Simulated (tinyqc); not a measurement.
Worked calculation: concentration-dependent dopant diffusion with charged defects and the built-in field. Computed by tinyqc, a small Python program that keeps every step. Command: `OMP_NUM_THREADS=1 python tinyqc.py 3004712 3004713 out.jsonl extrinsic walk`. One thread of a shared host (Intel(R) Xeon(R) Processor @ 2.30GHz), about 0.05 s of CPU time with the checks. Intermediate numbers are printed to about 7 digits and carried at full precision; extremes and crossings named in words are read from the listed rows.

A constant source C_s feeds a half space. The dopant moves through neutral point defects and through charged ones, whose number grows with the majority carrier density n.

Inputs (values chosen for the exercise, modelled on boron in silicon):
```
quantity,value,unit
neutral prefactor D0x,0.0515,cm^2/s
neutral activation energy E0,3.51,eV
singly charged prefactor D01,0.856,cm^2/s
activation energy E1,3.51,eV
surface concentration C_s,3.6e+18,1/cm^3
junction level C_B,1.7e+15,1/cm^3
temperature T,1025,C
time t,350,s
```

Field enhancement: on.

Constants: k_B = 8.617333262e-05 eV/K.

## Intrinsic density and partial diffusivities

n_i = 3.87e16 T^1.5 exp(-7014/T) per cm^3 (T in kelvin, an empirical form); each D = prefactor x exp(-E/(k_B T)); the intrinsic diffusivity D_i is their sum. Temperatures in kelvin are T(C) + 273.15.

n_i = 8.150293e+18 1/cm^3

partial diffusivities (cm^2/s): Dx 1.216226e-15, D1 2.021532e-14

intrinsic diffusivity D_i = 2.143155e-14 cm^2/s

## Diffusivity at the surface

n = C/2 + sqrt(C^2/4 + n_i^2); D(C) = h [Dx + D1 (n/n_i)], h = 1 + C/sqrt(C^2 + 4 n_i^2).

n/n_i = 1.244948

field factor h = 1.215654

surface diffusivity D_s = 3.207292e-14 cm^2/s

enhancement D_s/D_i = 1.496528

C_s is 0.442 times n_i: D_s stays within a factor 1.5 of D_i.

## Similarity solution

With y = x/sqrt(D_s t), u = C/C_s and q = -(D/D_s) du/dy: du/dy = -q D_s/D, dq/dy = -(y/2) q D_s/D, u(0) = 1. The surface flux q(0) is shot so that u tends to 0 (LSODA, an adaptive multistep solver, relative tolerance 1e-10). Dose Q = 2 q(0) C_s sqrt(D_s t). The junction lies where C = C_B.

surface flux q(0) = 0.5266025

dose Q = 1.270336e+13 1/cm^2

junction in units of sqrt(D_s t) = 4.154973

junction depth x_j = 139.2103 nm

For a constant D, q(0) = 1/sqrt(pi) = 0.5642; for D proportional to C it tends to 0.444, with the front at y = 1.616.

## Where the concentration falls to given levels

For comparison, erfc profiles with a constant D: x = 2 sqrt(D t) erfc^-1(C/C_s), with D = D_i and D = D_s.

Depth (nm):
```
C/C_s,D/D_s,full,erfc with D_i,erfc with D_s
8.00e-01,0.9266693,12.4001,9.8128,12.0042
5.00e-01,0.8230465,31.2699,26.1247,31.9590
2.00e-01,0.7274099,55.8477,49.6377,60.7232
1.00e-01,0.6973517,69.7449,63.7093,77.9373
3.00e-02,0.6768580,89.4447,84.0531,102.8244
1.00e-02,0.6710856,104.6053,99.7684,122.0493
1.00e-03,0.6685001,131.4496,127.4504,155.9135
1.00e-04,0.6682419,154.1562,150.6924,184.3461
```

The depth between C/C_s = 0.1 and 1e-4 spans 84.4 nm in the full profile, against 87.0 nm for D_i and 106 nm for D_s; the ratio of the depths at 1e-4 and at 0.5 is 4.93, against 5.77 for any erfc. The profile is moderately steepened.

Checks made by the program: dose from the flux against the area under the profile (relative difference 2e-07).
